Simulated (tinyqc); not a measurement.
# Worked calculation: gate-all-around wire, scale length and short-channel effects

Computed by the program tinyqc: `OMP_NUM_THREADS=1 python tinyqc.py 2420099 2420100 out.jsonl`, one thread of a shared Intel Xeon 2.30GHz, about 0.01 s for the whole run. Printed values are rounded.

A round wire of diameter ts in an insulator shell of thickness ti under a surrounding gate. Below threshold the potential that source and drain add obeys Laplace's equation and vanishes on the gate. Its lowest mode decays along the channel as exp(-k y); k is the smallest positive root of the matching condition at the interface, and the scale length is Lambda = pi/k.

Parameters, values chosen for the exercise; permittivities: semiconductor close to that of In0.53Ga0.47As, insulator close to that of zirconium oxide:
- T = 350 K (temperature)
- eps_r = 13.9 (relative permittivity of the semiconductor)
- ei = 26 (relative permittivity of the insulator)
- ti = 6.2 nm (insulator thickness)
- ts = 4 nm (wire diameter)
- L = 22 nm (channel length)
- Vbi = 1 V (potential of the source)
- sT = 0.61 V (potential of the barrier top at threshold)
- VTL = 0.47 V (long-channel threshold)
- m = 1 (long-channel body factor)
- Vds = 0.8 V (drain voltage)

Constants: q = 1.602176634e-19 C, kB = 1.380649e-23 J/K, Vt = kB T/q. Results are converted to the units shown.

## Scan of the matching condition

k, point 0 to 7 (1/nm): [0.05, 0.1, 0.15, 0.2, 0.25, 0.3, 0.35, 0.4]

f(k) = ei J0(u)[J1(u) Y0(v) - Y1(u) J0(v)] - eps_r J1(u)[J0(u) Y0(v) - Y0(u) J0(v)], u = k ts/2, v = u + k ti.

f(k), point 0 to 7: [159.172, 70.434, 37.581, 19.508, 8.131, 0.782, -3.734, -6.117]

The first change of sign lies between k = 0.3 and 0.35 1/nm.

## Iteration 1: decay constant by Newton steps

k at the start = 0.3 1/nm

f(k) = ei J0(u)[J1(u) Y0(v) - Y1(u) J0(v)] - eps_r J1(u)[J0(u) Y0(v) - Y0(u) J0(v)], u = k ts/2, v = u + k ti; f' by a central difference with +/- 1e-5 1/nm; k(new) = k - f/f'.

f = 0.781990
f' = -115.816 nm
k after iteration 1 = 0.306752 1/nm

## Iteration 2: decay constant by Newton steps

As before.

f = 0.0251738
f' = -108.408 nm
k after iteration 2 = 0.306984 1/nm

## Course of the iteration: decay constant by Newton steps

Stop when k changes by less than 1e-10 1/nm, or after 30 iterations.

Course of the iteration:
```
iteration  k (1/nm)  |change| (1/nm)
1          0.306752          6.75e-3
2          0.306984          2.32e-4
3          0.306985          2.68e-7
4          0.306985         3.57e-13
```

Converged in 4 iterations. At the end the number of correct digits about doubles with each step.

## Scale length against simple estimates

k = 0.306985 1/nm

Lambda = pi/k and l = 1/k. A parabolic potential across the structure gives l(parabolic) = sqrt([2 eps_r ts^2 ln(1 + 2 ti/ts) + ei ts^2]/(16 ei)).

Lambda = 10.2337 nm
l = 3.25749 nm
l(parabolic) = 1.58388 nm

The parabolic estimate is 51 % below l.

## Threshold shift, barrier position and swing

Along the channel psi(y) = s + a exp(y/l) + b exp(-y/l) with psi(0) = Vbi, psi(L) = Vbi + Vds and l = 1/k = Lambda/pi; with A = Vbi - s, B = A + Vds, x = exp(-L/l): a = (B - A x) x/(1 - x^2), b = (A - B x)/(1 - x^2). The minimum is s + 2 sqrt(a b), at y = (l/2) ln(b/a). The long-channel potential follows the gate as s = sT + (Vg - VTL)/m, and the threshold VT is the gate voltage at which the minimum equals sT. Swing = m Vt ln 10/g at threshold, g = d(minimum)/ds = 1 - (b x + a)/((1 + x) sqrt(a b)).

s at threshold = 0.559605 V
a = 0.00144645 V
b = 0.438949 V
position of the minimum = 9.30873 nm
VT = 0.419605 V
swing = 75.2930 mV/decade

The threshold lies 50.4 mV below the long-channel value, and the barrier top sits at 0.42 L from the source.
